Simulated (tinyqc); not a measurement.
Single-oscillator infrared dielectric function of a polar cubic crystal: one step, computed by the program tinyqc. Command: `OMP_NUM_THREADS=1 python tinyqc.py 3000272 3000273 out.jsonl infrared walk`. One thread of a shared host (Intel(R) Xeon(R) Processor @ 2.30GHz), about 0.01 s of CPU time with the checks.

One ion pair, charges +Z* and -Z*, in a cell of volume Omega = a^3/4. Frequencies omega are given as wavenumbers (1/cm); eps_s is the static dielectric constant.

Problem. Optical constants at the probe frequency. eps(omega) = eps_inf + W^2/(omega_TO^2 - omega^2 - i gamma omega); n + i k = sqrt(eps) with k >= 0; R = |(n + i k - 1)/(n + i k + 1)|^2 at normal incidence from vacuum. omega is the probe ratio times omega_TO. Intensity decays over 1/(4 pi omega k); the loss function is Im(-1/eps).

Inputs (values chosen for the exercise, modelled on lithium fluoride):

| quantity | value | unit |
|---|---|---|
| omega_TO | 310 | 1/cm |
| eps_inf | 1.96 | - |
| phonon damping gamma | 11 | 1/cm |
| probe frequency / omega_TO | 0.865 | - |

Structure: rock salt. Free carriers: absent.

W = 784.5343 1/cm

Give: omega; Re eps; Im eps; n; k; reflectivity R; penetration depth of the intensity; loss function.

Solution.

omega = 268.15 1/cm

Re eps = 27.03

Im eps = 3.056

n = 5.207

k = 0.2934

reflectivity R = 0.4606

penetration depth of the intensity = 10.11 micrometre

loss function = 0.004131

Re eps is positive and k is small against n: the wave propagates.
